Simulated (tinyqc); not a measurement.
# Transfer length from front and end resistance

Problem. A contact of length d and width W has Rc = (Rsh Lt/W) coth(d/Lt) and Re = (Rsh Lt/W)/sinh(d/Lt), with Rsh the sheet resistance under the metal and Lt = sqrt(rc/Rsh). Find Lt, Rsh and rc.

Parameters, values chosen for the exercise:

| symbol | value | unit | meaning |
|---|---|---|---|
| d | 0.8 | um | contact length |
| W | 8.6 | um | contact width |

Rc = 57.098497 ohm
Re = 28.889494 ohm

Solution. Rc/Re = cosh(d/Lt) gives Lt, and Re then gives Rsh.

Lt = 0.614 um
Rsh = 690 ohm/sq
rc = 2.60e-6 ohm cm^2

Numbers from tinyqc (`OMP_NUM_THREADS=1 python tinyqc.py 2760136 2760137 out.jsonl`; about 0.01 s on one thread of a shared Intel Xeon 2.30GHz).
